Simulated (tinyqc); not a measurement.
Photoconductance decay in a wafer: bulk and surface recombination modes, and iron detection by pair splitting: one step, computed by the program tinyqc.

Both faces of the wafer have the same S; injection is low and all coefficients are constant. x runs from -W/2 to W/2.

Problem. Decay rates of the even modes. Even modes cos(a x) obey b tan b = S W/(2 D) with b = a W/2, odd modes sin(a x) obey -b cot b = S W/(2 D); each decays at the rate 1/tau_b + D a^2.

Inputs (values chosen for the exercise, modelled on p-type silicon): thickness W = 525 micrometre; diffusivity D = 25.2 cm^2/s; bulk lifetime tau_b without iron = 19 microsecond; surface recombination velocity S = 4300 cm/s.

Give: the table «The first four even modes: b, surface rate and decay time» with the columns b_n, surface rate D a^2 (1/s), decay time (microsecond), for n = 0, 1, 2, 3.

Solution.

The first four even modes: b, surface rate and decay time:
```
n    b_n  surface rate D a^2 (1/s)  decay time (microsecond)
0  1.290                 6.089e+04                     8.809
1  3.985                 5.808e+05                     1.579
2  6.862                 1.722e+06                     0.564
3  9.852                 3.549e+06                     0.278
```
